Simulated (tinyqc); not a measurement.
What moves the results: hole subbands of a hard-walled well, four-band Luttinger model. A value that a table varies takes the place of the one given here.

Hole energies are counted downwards from the unstrained band edge, c = hbar^2/2m0. After the usual block transformation one block is H = [[P + Q - Zs, R - i S], [R + i S, P - Q + Zs]] in (heavy, light), with P +/- Q = c [(g1 +/- g2) k^2 + (g1 -/+ 2 g2) kz^2], R = sqrt(3) c gR k^2, S = 2 sqrt(3) c g3 k kz, kz = -i d/dz; axial approximation gR = (g2 + g3)/2. Zs = b (e_par - e_perp) is the shear part of the strain (the hydrostatic part shifts all levels alike and is left out). Basis sqrt(2/L) sin(n pi z/L), n = 1 to N, for each component: kz^2 gives (n pi/L)^2 and the heavy-light block is R delta_nm - 2 sqrt(3) c g3 k D_nm with D_nm = 4 n m/(L (n^2 - m^2)) for n + m odd, 0 otherwise. The other block has the same levels. The split-off band is left out.

Constants: hbar^2/2m0 = 3.80998211 eV angstrom^2.

Parameters, chosen for this exercise (near those of GaAs; the results hold for these values, not for the real material):
- g1 = 6.96 (Luttinger gamma1)
- g2 = 2.05 (gamma2)
- g3 = 2.93 (gamma3)
- L = 120 angstrom (well width along [001])
- k = 0.0414 1/angstrom (wave vector in the plane)
- Zlist = (-0.0277, -0.0141, -0.0083, -0.003, 0, 0.0059, 0.0184) eV (shear strain energies (negative: tension in the plane, for b < 0))

## Which coupling does what

shear strain energy Zs = 0.030477 eV
N = 20, at the given k. Diagonal: R = S = 0. Along [100] and [110] gR is g2 and g3 instead of their mean.

Hole energies (meV):
```
model        E1     E2     E3      E4
diagonal  35.83  58.23  91.42   95.57
R alone   24.05  51.94  92.13  103.20
S alone   22.21  23.73  51.24   78.62
axial     11.98  21.00  48.17   81.54
[100]     14.76  22.21  49.09   80.87
[110]      8.92  19.49  47.11   82.11
```

The couplings move E1 by -23.84 meV: R alone by -11.77, S alone by -13.61, so S matters more at k L/pi = 1.58 (R grows as k^2 and joins equal n, S as k and joins n of opposite parity). Warping spreads E1 by 5.84 meV between [100] and [110], the hole being heavier along [110]; the axial value lies between them.

## Strain

N = 20. dE is the rise of the top subband from k = 0 to k1 = pi/(4L), m1 = c k1^2/dE (dash if dE is not positive), and the heavy weight is taken at k = pi/L.

Top subband:
```
Zs (eV)  HH1 (meV)  LH1 (meV)  dE (meV)  heavy weight  m1 (m0)
-0.0277       35.2        1.2     0.190         0.127    0.858
-0.0141       21.6       14.8    -0.344         0.259        -
-0.0083       15.8       20.6     0.954         0.362    0.171
-0.0030       10.5       25.9     1.105         0.490    0.148
0.0000         7.5       28.9     1.134         0.573    0.144
0.0059         1.6       34.8     1.173         0.731    0.139
0.0184       -10.9       47.3     1.227         0.902    0.133
```

HH1 and LH1 cross at Zs = -2 c g2 (pi/L)^2 = -0.0107 eV; for more negative Zs the light hole is on top. Among the rows with HH1 on top, m1 goes from 0.171 to 0.133 m0 as the splitting widens from 5 to 58 meV, against the unmixed 1/(g1 + g2) = 0.111: compression lightens the holes here. A dash marks a top subband whose hole energy at k1 lies below that at k = 0: an electron-like (negative) mass. m1 describes the neighbourhood of k = 0 only; where HH1 and LH1 lie close, the band may peak further out.

Program tinyqc; command `OMP_NUM_THREADS=1 python tinyqc.py 1250364 1250365 out.jsonl`; about 0.1 s on one thread of a shared Intel(R) Xeon(R) Processor @ 2.30GHz.
